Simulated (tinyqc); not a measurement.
Inside a calculation. Model: deep trap from a strong local potential in a two-band host (Koster-Slater model with semi-elliptic bands). Computed by tinyqc, a small Python program that keeps every step. Command: `OMP_NUM_THREADS=1 python tinyqc.py 3016176 3016177 out.jsonl deeptrap walk`. One thread of a shared host (Intel(R) Xeon(R) Processor @ 2.30GHz), about 0.02 s of CPU time with the checks. Intermediate numbers are printed to about 6 digits and carried at full precision; extremes and crossings named in words are read from the listed rows.

The valence band spans -2 W_v to 0 and the conduction band E_g to E_g + 2 W_c. The orbital at the impurity site has weight f_v in the valence band and 1 - f_v in the conduction band, each spread as a semi-ellipse (2/(pi W^2)) sqrt(W^2 - x^2) about the band centre. The impurity adds U to this orbital. Spin is left out.

Inputs (values chosen for the exercise, for a model semiconductor): gap E_g = 0.67 eV; half-width of the valence band W_v = 5.7 eV; half-width of the conduction band W_c = 3.1 eV; valence weight f_v of the site orbital = 0.56; impurity potential U = 38.6 eV; levels per band n = 2; trial energy E = 0.0928 eV.

Impurity: repulsive, acceptor-like.

## Green function at the trial energy

In the gap G(E) = f_v (2/W_v^2)[x - sqrt(x^2 - W_v^2)] - (1 - f_v)(2/W_c^2)[y - sqrt(y^2 - W_c^2)], x = E + W_v, y = E_g + W_c - E. The potential that would put a level at E is U = 1/G(E).

valence part = 0.164090 1/eV

conduction part = -0.155614 1/eV

G(E) = 0.00847606 1/eV

potential needed = 117.979 eV

## Thresholds and the vacancy level

G falls across the gap from G(0) to G(E_g). A repulsive U binds if U > 1/G(0), an attractive one if U < 1/G(E_g); the vacancy level (U infinite) solves G(E) = 0 (bisection).

G(0) = 0.0477279 1/eV

G(E_g) = -0.162313 1/eV

repulsive threshold = 20.9521 eV

attractive threshold = -6.16092 eV

vacancy level = 0.130688 eV

## The trap level

The trap level solves G(E) = 1/U (bisection). With D = -dG/dE = D_v + D_c, D_v = f_v (2/W_v^2)[x/sqrt(x^2 - W_v^2) - 1] and D_c = (1 - f_v)(2/W_c^2)[y/sqrt(y^2 - W_c^2) - 1], the weight on the impurity orbital is 1/(U^2 D) and the conduction-band character is D_c/D.

trap level E_t = 0.0314770 eV

weight on the impurity orbital = 0.00182799

conduction-band character = 0.196802

depth below the conduction band = 0.638523 eV

The level comes up from the valence band and has covered 24 % of the way to the vacancy level, which it can never pass; 100 % of the state lies on host orbitals.

## The same problem as a small matrix

Each band is replaced by n levels e_k = centre + W cos(k pi/(n + 1)) with weights w_k = f (2/(n + 1)) sin^2(k pi/(n + 1)), k = 1..n (valence first); H_kl = e_k delta_kl + U sqrt(w_k w_l).

host levels e_k (eV): [-2.85, -8.55, 5.32, 2.22]

weights w_k: [0.28, 0.28, 0.22, 0.22]

H (eV):
```
[[7.9580, 10.8080, 9.5803, 9.5803],
 [10.8080, 2.2580, 9.5803, 9.5803],
 [9.5803, 9.5803, 13.8120, 8.4920],
 [9.5803, 9.5803, 8.4920, 10.7120]]
```

## Levels of the small matrix

Diagonalise H (2n rows). The trap level, between the highest valence and the lowest conduction e_k, is number n + 1 from below for an attractive impurity and number n for a repulsive one.

levels (eV): [-6.6039, -0.3966, 3.9713, 37.7692]

trap level of the matrix = -0.396610 eV

It misses the Green-function level by -0.4281 eV. The lone level at 37.77 eV is the split-off partner, which holds a large part of the impurity orbital.

## Chemical trend: level against potential

U is 1.05, 1.2, 1.5, 2, 3, 5, 10 and 30 times the threshold, rounded to three digits; the largest values are formal and only show the vacancy limit.

Trend:
```
U (eV)  E_t (eV)  weight on the impurity  conduction character  E_t - vacancy level (eV)
22.0    0.000377              0.00068145              0.022881                 -0.130311
25.1    0.004412              0.00174061              0.076471                 -0.126276
31.4    0.017183              0.00210686              0.147287                 -0.113505
41.9    0.037246              0.00166859              0.213312                 -0.093442
62.9    0.063554              0.00092319              0.275708                 -0.067134
105.0   0.088427              0.00037529              0.323498                 -0.042261
210.0   0.108881              0.00010080              0.358065                 -0.021807
629.0   0.123271              0.00001169              0.380568                 -0.007417
```

dE_t/dU equals the weight on the impurity, which peaks at 0.002 (U = 31.4 eV) and falls to 1.2e-5 in the last row, so beyond the peak each further eV of potential moves the level less. The level nears the vacancy level, 0.131 eV, as 1/U: it is 0.022 eV away at 10 times the threshold and 0.007 eV at 30 times, and the state is then host-like.

## Opening the gap, as alloying or pressure does

The conduction band is shifted rigidly; widths, weights and U stay.

Against the gap:
```
E_g (eV)  E_t (eV)  depth below E_c (eV)  conduction character
0.335         none                     -                     -
0.436     0.000468              0.435532              0.035896
0.536     0.009204              0.526796              0.129008
0.603     0.019218              0.583782              0.167851
0.670     0.031477              0.638523              0.196802
0.770     0.052842              0.717158              0.228703
0.871     0.077188              0.793812              0.252273
1.070     0.130804              0.939196              0.284099
```

As the conduction band moves up by 0.634 eV the level follows by 0.130 eV, a mean slope of 0.21; the local slope is the conduction character. A shallow donor would follow with slope 1 and a shallow acceptor with slope 0. For E_g = 0.335 eV there is no level in the gap: it has merged into a band.

Checks made by the program: closed form against a 4000-point quadrature of the densities of states (relative difference below 1e-10); 200 levels per band against the Green function (relative difference below 1e-10).
